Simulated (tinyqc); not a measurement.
Where the wafer is too thin: surface photovoltage measurement of the minority-carrier diffusion length in a wafer. Computed by tinyqc, a small Python program. Command: `OMP_NUM_THREADS=1 python tinyqc.py 3130302 3130303 out.jsonl spv walk`. One thread of a shared host (Intel(R) Xeon(R) Processor @ 2.30GHz), about 0.01 s of CPU time with the checks.

Low injection, steady light, a depletion layer much thinner than 1/alpha and L. The excess density dn is taken at the front edge of the neutral region; light that reaches the back is lost.

Inputs (values chosen for the exercise, modelled on p-type silicon at room temperature):
```
quantity                            value        unit
wafer thickness W                     775  micrometre
diffusivity D                        30.8      cm^2/s
front recombination velocity S_f     3200        cm/s
back recombination velocity S_b       370        cm/s
photon flux entering              1.5e+11  1/(cm^2 s)
```

Method:
- alpha = (84.732/lambda - 76.417)^2 per cm with lambda in micrometre (an empirical fit for silicon between 0.7 and 1.05 micrometre).
- Thick wafer: dn = Phi L/((S_f + D/L)(L + 1/alpha)). Finite wafer, with s = S_b L/D, w = W/L, a = alpha L: dn = [Phi a/(a^2 - 1)] [a - B - exp(-alpha W)(a - s)/(cosh w + s sinh w)]/(S_f + B D/L), B = (sinh w + s cosh w)/(cosh w + s sinh w).
- Readings y = (Phi/dn) (1 + noise x g) at 780, 830, 880, 920, 950, 975 and 995 nm; a least-squares line y = c (1/alpha + L_app) gives L_app = intercept/slope.
- No noise; L is varied at fixed W, and the last two columns set S_b to 0 and to 1e7 cm/s.

Apparent length (micrometre):
```
L          W/L  given S_b     S_b = 0  S_b = 1e7
38.8    19.974       38.8  3.8800e+01      38.80
77.5    10.000       77.5  7.7500e+01      77.50
155.0    5.000      155.1  1.5510e+02     154.89
232.0    3.341      233.1  2.3397e+02     229.92
388.0    1.997      398.1  4.1745e+02     359.55
620.0    1.250      640.6  7.9448e+02     479.05
1010.0   0.767      948.1  1.7559e+03     564.62
1630.0   0.475     1195.6  4.0637e+03     607.42
3100.0   0.250     1367.3  1.1965e+04     629.45
```

What follows from these numbers?

With a fast back surface L_app levels off, at 629 micrometre in the last row; with a passive one it reaches up to 3.86 times L among these rows and is 12000 in the last. All three columns are within 5 % of L down to W/L = 3.3.

Extremes, crossings and ranges named in words are read from the listed rows.
